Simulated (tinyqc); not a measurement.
# A discretised effective-mass wire between two leads, recursive Green functions: effects of single changes

Finite differences on a grid of step a give a chain with hopping -t, t = C/(m a^2), C = hbar^2/(2 m0), and site energies 2 t + U_i for the N = 8 sites of the device; the semi-infinite leads have site energy 2 t. Each slice is one site, and V = -t couples neighbouring slices.

Parameters, values chosen for the exercise:
```
symbol,value,unit,meaning
m,0.31,m0,effective mass
a,0.15,nm,grid step
U,"[0, 1.469, 2.449, 2.939, 2.939, 2.449, 1.469, 0]",eV,potential on the sites 1 to N
E,3.028,eV,energy above the band bottom of the leads
```

Constants: q = 1.602176634e-19 C, hbar = 1.054571817e-34 J s, m0 = 9.1093837015e-31 kg, hbar^2/(2 m0) = 0.0380998212 eV nm^2. Results are converted to the units shown.

Each table varies one quantity; the others keep the values above.

## Convergence with the grid step

A flat barrier of height U0 = 2.939 eV and width d = 0.45 nm is laid on n sites with a = d/n (U = U0 on each, N = n). Sigma = t^2 g(E - 2 t), g(x) = (x - i sqrt(4 t^2 - x^2))/(2 t^2) for |x| < 2 t and (x - sign(x) sqrt(x^2 - 4 t^2))/(2 t^2) otherwise; Gamma = i (Sigma - Sigma^dagger); both leads give the same. Forward pass: g_1 = (E - H_1 - Sigma)^(-1), g_i = (E - H_i - V g_(i-1) V^dagger)^(-1), with Sigma also subtracted on the last slice; G_(i,1) = g_i V G_(i-1,1), starting from g_1. H_i is the block of slice i, its site energy. T(E) = Tr[Gamma G_(N,1) Gamma G_(N,1)^dagger]. The continuum value is 1/[1 + U0^2 sinh^2(K d)/(4 E (U0 - E))], K = sqrt(m (U0 - E)/C) (sin and k above the barrier).

Result of one run:
```
n	a (nm)	t (eV)	T(E)	error (%)
64	0.007031	2486	0.4719	-0.0167
```

What becomes of these results when the number of sites across the barrier n is changed from 64 to 16, all else the same?

Result of the changed run:
```
n	a (nm)	t (eV)	T(E)	error (%)
16	0.02813	155.4	0.4707	-0.268
```

The whole series:
```
n	a (nm)	t (eV)	T(E)	error (%)
2	0.2250	2.428	0.3780	-19.9
4	0.1125	9.711	0.4511	-4.43
8	0.05625	38.84	0.4669	-1.08
16	0.02813	155.4	0.4707	-0.268
32	0.01406	621.5	0.4717	-0.0668
64	0.007031	2486	0.4719	-0.0167
```

The continuum value is 0.47199. The error goes from -20 % to -0.017 %, and the last halving of a cuts it by a factor of 4.0: second order, since the lattice band 2 t (1 - cos ka) departs from the parabola at order (ka)^4.

## Transmission against energy

Same model as above.

Result of one run:
```
E (eV)	open modes	T(E)	T(E) per open mode
5.878	1	0.9922	0.9922
```

What becomes of these results when the energy above the band bottom of the leads E is changed from 5.878 to 5.396 eV, all else the same?

Result of the changed run:
```
E (eV)	open modes	T(E)	T(E) per open mode
5.396	1	0.9973	0.9973
```

The whole series:
```
E (eV)	open modes	T(E)	T(E) per open mode
0.088	1	4.711e-4	4.711e-4
0.571	1	0.004910	0.004910
1.053	1	0.01498	0.01498
1.536	1	0.03733	0.03733
2.018	1	0.08584	0.08584
2.501	1	0.1871	0.1871
2.983	1	0.3733	0.3733
3.466	1	0.6328	0.6328
3.948	1	0.8590	0.8590
4.431	1	0.9712	0.9712
4.913	1	0.9992	0.9992
5.396	1	0.9973	0.9973
5.878	1	0.9922	0.9922
```

T(E) lies between 4.71e-4 (E = 0.088 eV) and 0.999 (E = 4.913 eV) in these rows. The leads offer 1 open mode(s), of which the mean share 0.47 is transmitted. In 6 of the 13 rows E exceeds 0.6 t, where the lattice band lies more than 5 % below the parabola at the same k, so the grid is coarse for a continuum model.

tinyqc, about 0.01 s, one thread, Intel Xeon 2.30GHz (shared host): `OMP_NUM_THREADS=1 python tinyqc.py 2660002 2660003 out.jsonl`
